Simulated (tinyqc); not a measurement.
Threshold of a short bulk MOSFET: charge sharing, barrier lowering, narrow width: two steps of the calculation.

n-channel device on a p-type body, depletion approximation, full ionisation. Uniform doping N = Na. Vbi from Boltzmann statistics is rough for the degenerate source. Cox = eps0 eox/tox.

Parameters, values chosen for the exercise; band and dielectric values close to those of silicon:
```
symbol,value,unit,meaning
T,400,K,temperature
Eg,1.12,eV,band gap
eps_r,11.8,,relative permittivity
Nc,4.37e19,cm^-3,conduction-band density of states at T
Nv,4.11e19,cm^-3,valence-band density of states at T
eox,24.9,,relative permittivity of the gate insulator (close to zirconium oxide)
tox,7.5,nm,insulator thickness
Na,5.6e17,cm^-3,channel doping
Nsd,1e20,cm^-3,source and drain doping
Vfb,-0.78,V,flat-band voltage for the doping Na
xj,34,nm,junction depth
Vbs,-1,V,body-source voltage
Vds,1.2,V,drain-source voltage
W,1500,nm,gate width
xw,0,,shape factor of the fringing depletion at the width edges
L,210,nm,channel length
```

Constants: q = 1.602176634e-19 C, kB = 1.380649e-23 J/K, Vt = kB T/q, eps0 = 8.8541878128e-14 F/cm where lengths are in cm. Results are converted to the units shown.

Problem 1. Long-channel threshold and scales. ni = sqrt(Nc Nv) exp(-Eg/(2 Vt)), Eg in volts; 2 pB = 2 Vt ln(N/ni); flat band Vfb - Vt ln(N/Na); Wd = sqrt(2 eps0 eps_r (2 pB - Vbs)/(q N)); body term q N Wd/Cox; long-channel VT0 = flat band + 2 pB + body term; Vbi = Vt ln(N Nsd/ni^2); scale length l = sqrt((eps_r/eox) tox Wd).

Find: N; 2 pB; flat band; Wd; body term; VT0; Vbi; l.

Solution 1.

N = 5.6000e17 cm^-3
2 pB = 0.82174 V
flat band = -0.78000 V
Wd = 65.136 nm
body term = 0.19881 V
VT0 = 0.24055 V
Vbi = 1.0005 V
l = 15.215 nm

Problem 2. Short-channel and narrow-width shifts. Charge sharing (trapezoid; it ignores Vds): F = (xj/L)(sqrt(1 + 2 Wd/xj) - 1), lowering = body term times F. Barrier lowering: th = exp(-L/(2 l)) + 2 exp(-L/l), lowering = th [2 (Vbi - 2 pB) + Vds], DIBL = th. Narrow width: rise = body term times xw Wd/W. VT by each model = VT0 - lowering + rise.

2 pB = 0.82173710 V
Wd = 65.136438 nm
body term = 0.19880880 V
VT0 = 0.24054590 V
Vbi = 1.0004602 V
l = 15.215421 nm

Wanted: F; lowering by charge sharing; th; lowering of the barrier; DIBL; narrow-width rise; VT, charge sharing; VT, barrier lowering.

Solution 2.

F = 0.19397
lowering by charge sharing = 38.564 mV
th = 0.0010089
lowering of the barrier = 1.5713 mV
DIBL = 1.0089 mV/V
narrow-width rise = 0 mV
VT, charge sharing = 0.20198 V
VT, barrier lowering = 0.23897 V

L is 13.8 scale lengths. The charge-sharing lowering is 24.5 times the barrier lowering; the first falls off as 1/L and the second exponentially. Both describe the same loss of gate control, so they are alternatives and are not added.

tinyqc, about 0.01 s, one thread, Intel Xeon 2.30GHz (shared host): `OMP_NUM_THREADS=1 python tinyqc.py 2002009 2002010 out.jsonl`
